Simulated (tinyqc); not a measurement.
# Transistor under a ferroelectric capacitor (negative capacitance), static model: what changes with what

A ferroelectric film of thickness tf lies between the gate and an inner metal at potential v, which drives an ordinary transistor. One domain, P = Q (background permittivity neglected): Vg = v + tf (2 al Q + 4 be Q^3), al = -3 sqrt(3) Ec/(4 Pr), be = 3 sqrt(3) Ec/(8 Pr^3). Gate charge Q(v) = Qi + Cp v with the channel charge Qi = Cox n Vt ln(1 + exp((v - VT)/(n Vt))). Q in uC/cm^2, E in kV/cm; 1 nm times 1 kV/cm is 1e-4 V. Domains, leakage and the switching time are left out.

Parameters, values chosen for the exercise; Pr and Ec close to those of hafnium oxide based films:
- T = 300 K (temperature)
- Pr = 13 uC/cm^2 (remanent polarisation)
- Ec = 800 kV/cm (coercive field)
- Cox = 3.7 uF/cm^2 (capacitance of the inner oxide)
- Cp = 1.03 uF/cm^2 (overlap capacitance per gate area)
- VT = 0.36 V (threshold of the inner transistor)
- n = 1.18 (subthreshold factor of the inner transistor)
- Vg = 0.69 V (gate voltage)

Constants: q = 1.602176634e-19 C, kB = 1.380649e-23 J/K, Vt = kB T/q. Results are converted to the units shown.

Each table varies one quantity; the others keep the values above.

## Effect of the overlap capacitance per gate area

C = dQ/dv = Cox/(1 + exp(-(v - VT)/(n Vt))) + Cp; dVg/dv = 1 + C tf (2 al + 12 be Q^2); gain = dv/dVg. The largest gain is taken over -0.3 V < v < 2.5 V, tc is the thickness at which dVg/dv first touches zero, the swing is n Vt ln 10 (1 + 2 al tf Cp), v solves Vg(v) = Vg, and the last column compares Qi(v) with Qi(Vg) of the transistor without the film.

In this table tf = 8.3 nm.

Effect of the overlap capacitance per gate area:
```
Cp (uF/cm^2)  tc (nm)  largest gain  swing (mV/decade)  v at Vg (V)  Qi with/without film
0.1             16.66         1.993              69.31        1.010                 1.971
0.3             15.87         2.097              67.44        1.054                 2.102
0.5             15.16         2.211              65.58        1.097                 2.234
0.7             14.51         2.336              63.72        1.139                 2.362
0.9             13.93         2.474              61.85        1.179                 2.483
1.1             13.40         2.627              59.99        1.216                 2.594
1.3             12.92         2.798              58.12        1.249                 2.693
1.5             12.47         2.990              56.26        1.277                 2.779
```

As Cp goes from 0.1 to 1.5 uF/cm^2, the largest gain rises from 1.99 to 2.99, the swing falls from 69.3 to 56.3 mV a decade and tc falls from 16.7 to 12.5 nm. In every row the gate charge passes 2.5 uC/cm^2, about what a silicon dioxide interlayer withstands.

## Effect of the remanent polarisation

Same model as above.

In this table tf = 8.3 nm.

Results:
```
Pr (uC/cm^2)  tc (nm)  largest gain  swing (mV/decade)  v at Vg (V)  Qi with/without film
8.1             8.716         20.95              54.83        1.348                 2.993
13              13.58         2.572              60.64        1.204                 2.556
16              16.59         2.001              62.44        1.070                 2.153
20              20.62         1.674              64.00       0.9594                 1.816
25              25.67         1.478              65.25       0.8841                 1.588
31              31.74         1.354              66.22       0.8345                 1.438
39              39.85         1.263              67.04       0.7975                 1.326
```

Estimate the missing row, Pr = 10 uC/cm^2.

Computed row:
```
Pr (uC/cm^2)  tc (nm)  largest gain  swing (mV/decade)  v at Vg (V)  Qi with/without film
10              10.59         4.622              57.76        1.336                 2.959
```

With this row back in the table: As Pr goes from 8.1 to 39 uC/cm^2, the largest gain falls from 20.9 to 1.26, the swing rises from 54.8 to 67.0 mV a decade and tc rises from 8.72 to 39.8 nm. For Pr = 8.1 to 31 uC/cm^2 the gate charge passes 2.5 uC/cm^2, about what a silicon dioxide interlayer withstands. At Pr = 8.1 uC/cm^2 the gain relies on a single-domain state close to the fold, which domains would spoil.

Numbers from tinyqc (`OMP_NUM_THREADS=1 python tinyqc.py 2860147 2860148 out.jsonl`; about 0.02 s on one thread of a shared Intel Xeon 2.30GHz).
